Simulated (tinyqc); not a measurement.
MOS capacitor on a p-type substrate, surface potential from the exact charge relation: two steps of the calculation.

Uniform p-type substrate, Boltzmann statistics, full ionisation, classical densities. psi is the surface potential against the body (positive when the bands bend down) and u = psi/Vt. Traps are spread evenly over the gap and neutral at flat band, so their charge is -q Dit psi; the minority quasi-Fermi level is shifted by Vb.

Parameters, values chosen for the exercise; band and dielectric values close to those of 4H silicon carbide: temperature T = 293 K; band gap Eg = 3.25 eV; relative permittivity eps_r = 9.57; conduction-band density of states at T Nc = 1.64e19 cm^-3; valence-band density of states at T Nv = 2.44e19 cm^-3; acceptor density of the substrate N = 2.7e17 cm^-3; relative permittivity of the gate insulator (close to hafnium oxide) eox = 21.9; insulator thickness tox = 15 nm; fixed charge at the interface, in units of q Nf = 0 cm^-2; density of interface traps Dit = 2.9e11 cm^-2 eV^-1; reverse bias of the inversion layer against the body Vb = 0 V; gate voltage against the body Vg = 0.06 V.

Constants: q = 1.602176634e-19 C, kB = 1.380649e-23 J/K, Vt = kB T/q, eps0 = 8.8541878128e-14 F/cm where lengths are in cm. Results are converted to the units shown.

Question 1. Newton step for the surface potential. u = psi/Vt; F^2 = exp(-u) + u - 1 + r (exp(u) - u - 1); Qs = -sign(u) Q0 F; Cs = -dQs/dpsi = (Q0/Vt) |1 - exp(-u) + r (exp(u) - 1)|/(2 F). f = Vfb + psi + (q Dit psi - Qs)/Cox - Vg, f' = 1 + (Cs + q Dit)/Cox, psi(new) = psi - f/f'.

psi after iteration 1 = 1.6311064 V
Cox = 1.2927114 uF/cm^2
Vfb = -1.8962816 V
Q0 = 43.023196 nC/cm^2
r = 6.8790693e-53

Wanted: u; F; Qs; Cs; f; f'; psi after iteration 2.

Answer 1.

u = 64.60
F = 7.975
Qs = -343.1 nC/cm^2
Cs = 0.1068 uF/cm^2
f = -0.001129 V
f' = 1.119
psi after iteration 2 = 1.632 V

Question 2. Charges, field and capacitances at the solution. ni = sqrt(Nc Nv) exp(-Eg/(2 Vt)), Eg in volts; phiF = Vt ln(N/ni); Cox = eps0 eox/tox; Vfb = phiM - chi - (Eg - Vt ln(Nv/N)) - q Nf/Cox; Q0 = sqrt(2 eps0 eps_r q N Vt); r = (ni/N)^2 exp(-Vb/Vt); VT = Vfb + [(2 phiF + Vb)(1 + q Dit/Cox) + sqrt(2 eps0 eps_r q N (2 phiF + Vb))/Cox].

Low frequency: 1/C_LF = 1/Cox + 1/(Cs + q Dit). High frequency, in the simple estimate in which traps and minority carriers do not follow: 1/C_HF = 1/Cox + 1/Cd, Cd being Cs with r = 0 at the same psi. Minority sheet density N_inv = (Q0/(2 q)) int_0^u r (exp(t) - 1)/F(t) dt for u > 0. Oxide field |Qs - q Dit psi + q Nf|/(eps0 eox).

converged psi = 1.6321156 V

Wanted: Qs; N_inv; oxide field; Cs; C_LF/Cox; C_HF/Cox.

Answer 2.

Qs = -343.22 nC/cm^2
N_inv = 1.3819e-14 cm^-2
oxide field = 0.21611 MV/cm
Cs = 0.10680 uF/cm^2
C_LF/Cox = 0.10599
C_HF/Cox = 0.076311

The surface is in weak inversion (borders at |psi| = 0, phiF + Vb and 2 phiF + Vb = 3.03 V).

tinyqc, about 0.01 s, one thread, Intel Xeon 2.30GHz (shared host): `OMP_NUM_THREADS=1 python tinyqc.py 2060107 2060108 out.jsonl`
